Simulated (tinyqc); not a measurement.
Comparisons within one model: configuration-coordinate model of carrier capture at a defect. A value that a table varies takes the place of the one given here.

Two parabolas of equal curvature k in one coordinate Q: with the carrier free at the band edge, U_f = k Q^2/2; with the carrier trapped, U_t = k (Q - dQ)^2/2 - ET. ER = k dQ^2/2, Huang-Rhys factor S = ER/hw, hw = 0.0646541 sqrt(k/M) eV for k in eV/angstrom^2 and M in u. The curves cross at a height Eb = (ER - ET)^2/(4 ER) above the free minimum.

Multiphonon factor for giving p = ET/hw phonons to the lattice: W = exp(-S (2 nb + 1)) ((nb + 1)/nb)^(p/2) I_p(x), nb = 1/(exp(hw/kT) - 1), x = 2 S sqrt(nb (nb + 1)), I_p the modified Bessel function. Classical limit: W = hw exp(-Eb/kT)/sqrt(4 pi ER kT). At T = 0: exp(-S) S^p/Gamma(p + 1).

Constants: kB = 8.617333262e-05 eV/K.

Parameters, chosen for this exercise (of the size met at a deep level in GaN; the results hold for these values, not for the real material): ET = 0.77 eV (thermal depth of the level below the band edge); ER = 0.47 eV (relaxation energy); hw = 0.045 eV (phonon energy of the mode); T = 400 K (temperature).

## Capture against temperature

The local activation energy is -d ln W/d(1/kT), by central differences with T changed by 1 %.

Against T:

| T (K) | kT/hw | log10 W | log10 W, classical | activation energy (eV) |
|---|---|---|---|---|
| 40 | 0.077 | -1.791 | -6.533 | 0.0000 |
| 60 | 0.115 | -1.791 | -4.610 | 0.0000 |
| 80 | 0.153 | -1.790 | -3.667 | 0.0001 |
| 120 | 0.230 | -1.779 | -2.750 | 0.0013 |
| 160 | 0.306 | -1.755 | -2.310 | 0.0037 |
| 220 | 0.421 | -1.705 | -1.968 | 0.0084 |
| 300 | 0.574 | -1.638 | -1.743 | 0.0139 |
| 400 | 0.766 | -1.571 | -1.604 | 0.0179 |
| 550 | 1.053 | -1.507 | -1.509 | 0.0186 |

log10 W at T = 0 = -1.791
Eb = 0.0479 eV

At 40 K log10 W is -1.79, against -1.79 at T = 0 and -6.5 classically; at 550 K the two forms differ by 0.00. The activation energy read from an Arrhenius plot goes from 0.000 eV at 40 K to 0.019 at 550 K, with its largest value 0.019 at 550 K, against Eb = 0.048 eV; the classical form itself gives Eb - kT/2. A measured slope therefore understates the barrier.

## Capture against depth of the level

ET is varied at fixed ER, hw and T, as by moving the band edge with alloying or pressure.

Against ET:

| ET/ER | ET (eV) | Eb (eV) | log10 W | log10 W, classical |
|---|---|---|---|---|
| 0.10 | 0.047 | 0.0952 | -2.133 | -2.200 |
| 0.25 | 0.117 | 0.0661 | -1.775 | -1.834 |
| 0.50 | 0.235 | 0.0294 | -1.338 | -1.371 |
| 0.75 | 0.352 | 0.0073 | -1.094 | -1.094 |
| 1.00 | 0.470 | 0.0000 | -1.028 | -1.001 |
| 1.25 | 0.588 | 0.0073 | -1.126 | -1.094 |
| 1.50 | 0.705 | 0.0294 | -1.374 | -1.371 |
| 2.00 | 0.940 | 0.1175 | -2.268 | -2.482 |
| 3.00 | 1.410 | 0.4700 | -5.368 | -6.923 |

Capture is fastest at ET/ER = 1 among these rows, where the barrier vanishes or nearly so. The classical form is symmetric about ET = ER; the quantum one gives -1.34 at 0.5 and -1.37 at 1.5, against -1.37 for both. At ET = 3 ER it lies 1.6 decades above the classical value: deep levels capture by emitting many phonons, and the rate falls with depth by 6.6 decades per eV between the last two rows. Rows deeper than the gap of the host are formal.

## Phonon side bands at T = 0

Weights exp(-S) S^j/j! of the line with j phonons, S = ER/hw; absorption at ET + j hw, emission at ET - j hw (a dash if negative).

Lines:

| j | weight | absorption (eV) | emission (eV) |
|---|---|---|---|
| 0 | 0.00003 | 0.770 | 0.770 |
| 1 | 0.00030 | 0.815 | 0.725 |
| 2 | 0.00159 | 0.860 | 0.680 |
| 3 | 0.00553 | 0.905 | 0.635 |
| 4 | 0.01443 | 0.950 | 0.590 |
| 5 | 0.03015 | 0.995 | 0.545 |
| 6 | 0.05248 | 1.040 | 0.500 |
| 7 | 0.07831 | 1.085 | 0.455 |
| 8 | 0.10223 | 1.130 | 0.410 |
| 9 | 0.11864 | 1.175 | 0.365 |
| 10 | 0.12392 | 1.220 | 0.320 |
| 11 | 0.11766 | 1.265 | 0.275 |
| 12 | 0.10241 | 1.310 | 0.230 |
| 13 | 0.08227 | 1.355 | 0.185 |

The zero-phonon line holds 0.00291 % of the band and the largest weight falls on j = 10, next to S = 10.44; the lines listed add to 0.8300.

## What each parameter does

Eb, log10 W and the full width 2.35482 sqrt(ER hw coth(hw/2kT)). Each row changes one parameter from the base and keeps the others.

Results:

| case | Eb (eV) | log10 W | full width (eV) |
|---|---|---|---|
| base | 0.0479 | -1.571 | 0.4522 |
| ET = 0.81 eV | 0.0615 | -1.712 | 0.4522 |
| ER = 0.52 eV | 0.0300 | -1.402 | 0.4757 |
| hw = 0.054 eV | 0.0479 | -1.481 | 0.4637 |
| T = 430 K | 0.0479 | -1.555 | 0.4651 |

The largest shifts from the base row, up to three for each result and ties (the steps differ in size, so this ranks the rows, not the parameters). Eb (eV): ER -0.0178, ET +0.0136; unchanged at the printed digits by hw and T. log10 W: ER +0.168, ET -0.141, hw +0.089. full width (eV): ER +0.0234, T +0.0129, hw +0.0115; unchanged at the printed digits by ET.

Program tinyqc; command `OMP_NUM_THREADS=1 python tinyqc.py 1481539 1481540 out.jsonl`; about 0.01 s on one thread of a shared Intel(R) Xeon(R) Processor @ 2.30GHz.
